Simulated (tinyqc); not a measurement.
## Depth and level of a trap from the time ratio

Question. For an oxide trap tc/te = exp(E/Vt) with E = E0 - dpsi - (xt/tox)(Vg - VT - dpsi), dpsi being the rise of the surface potential above its value at threshold. Find xt and E0, and the depth that would be read if dpsi were ignored.

Inputs (values chosen for the exercise): temperature T = 200 K; insulator thickness tox = 2.5 nm.

Constants: q = 1.602176634e-19 C, kB = 1.380649e-23 J/K, Vt = kB T/q. Results are converted to the units shown.

Vg - VT (V): 0.4  0.55
tc/te: 2.0433296  0.25328217
dpsi (V): 0.056167223  0.062206471

Solution. E + dpsi is a straight line in the oxide voltage Vg - VT - dpsi with slope -xt/tox and intercept E0. Ignoring dpsi assigns the motion of the bands to the trap and overstates its depth.

xt = 0.5200 nm
E0 = 0.1400 eV
depth read without dpsi = 0.5997 nm

Program tinyqc, `OMP_NUM_THREADS=1 python tinyqc.py 2710143 2710144 out.jsonl`; Intel Xeon 2.30GHz, shared host, one thread, about 0.01 s.
